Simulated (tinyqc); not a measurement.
From results back to parameters: phonon-assisted absorption at an indirect gap. Four cases, with inputs chosen for the exercise.

Problem. One phonon: alpha = A [N (E - Eg + w)^2 + (N + 1)(E - Eg - w)^2], each term only above its threshold, N = 1/(exp(w/kB Tm) - 1). The first two energies lie below the emission threshold and the third above it.

Constants: kB = 8.617333262e-05 eV/K.

Case 1.

Values chosen (out of a larger set: loosely those of Si at room temperature; Eg is not tied to T; not measured data): Es = (1.089, 1.157, 1.22) eV (three photon energies); Tm = 300 K.

alpha at the three energies (1/cm): 0.2404537  3.813586  17.66829

Case 2.

Values chosen (out of a larger set: loosely those of SiGe at room temperature; Eg is not tied to T; not measured data): Es = (0.921, 0.981, 1.042) eV (three photon energies); Tm = 250 K.

alpha at the three energies (1/cm): 0.1119977  1.714528  9.802933

Case 3.

Values chosen (out of a larger set: loosely those of SiC at room temperature; Eg is not tied to T; not measured data): Es = (3.132, 3.214, 3.281) eV (three photon energies); Tm = 400 K.

alpha at the three energies (1/cm): 0.3532802  5.757644  20.58663

Case 4.

Values chosen (out of a larger set: loosely those of SiC at room temperature; Eg is not tied to T; not measured data): Es = (3.141, 3.223, 3.29) eV (three photon energies); Tm = 250 K.

alpha at the three energies (1/cm): 0.1167096  1.902095  10.97527

Find: slope sqrt(A N); threshold Eg - w; w; Eg; A.

Solution. sqrt(alpha) at the first two energies is a line with slope sqrt(A N) and intercept Eg - w. The excess at the third energy is A N exp(w/kB Tm) (E - (Eg - w) - 2w)^2, which has one root w with the emission threshold between the second and third energies.

Case 1.

slope sqrt(A N) = 21.51 1/(cm^(1/2) eV)
threshold Eg - w = 1.0662 eV
w = 56.8 meV
Eg = 1.123 eV
A = 3.7e+03 1/(cm eV^2)

Case 2.

slope sqrt(A N) = 16.25 1/(cm^(1/2) eV)
threshold Eg - w = 0.9004 eV
w = 50.6 meV
Eg = 0.951 eV
A = 2.5e+03 1/(cm eV^2)

Case 3.

slope sqrt(A N) = 22.01 1/(cm^(1/2) eV)
threshold Eg - w = 3.1050 eV
w = 68.0 meV
Eg = 3.173 eV
A = 3.0e+03 1/(cm eV^2)

Case 4.

slope sqrt(A N) = 12.65 1/(cm^(1/2) eV)
threshold Eg - w = 3.1140 eV
w = 68.0 meV
Eg = 3.182 eV
A = 3.6e+03 1/(cm eV^2)

Computed by tinyqc, one run a case: `OMP_NUM_THREADS=1 python tinyqc.py N N+1 out.jsonl` with N = 1651469, 1651479, 1651480, 1651529; one thread of a shared Intel(R) Xeon(R) Processor @ 2.30GHz, about 0.01 s a run at most.
